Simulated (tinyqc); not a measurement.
## Germanium share from the critical thickness

Problem. Critical thickness (Matthews-Blakeslee, 60-degree dislocations): h = bv (1 - nu/4)[ln(h/bv) + 1]/(4 pi e_par (1 + nu)), nu = c12/(c11 + c12). e_par = b1 x. Find e_par and x.

Inputs (values chosen for the exercise): lattice mismatch per unit x b1 = 0.0418; elastic constant c11 = 170 GPa; elastic constant c12 = 63.3 GPa; Burgers vector bv = 0.384 nm.

critical thickness = 11.877653 nm

Solution. For given h the relation is explicit in the strain.

e_par = 0.8360 %
x = 0.2000

tinyqc, about 0.01 s, one thread, Intel Xeon 2.30GHz (shared host): `OMP_NUM_THREADS=1 python tinyqc.py 2530132 2530133 out.jsonl`
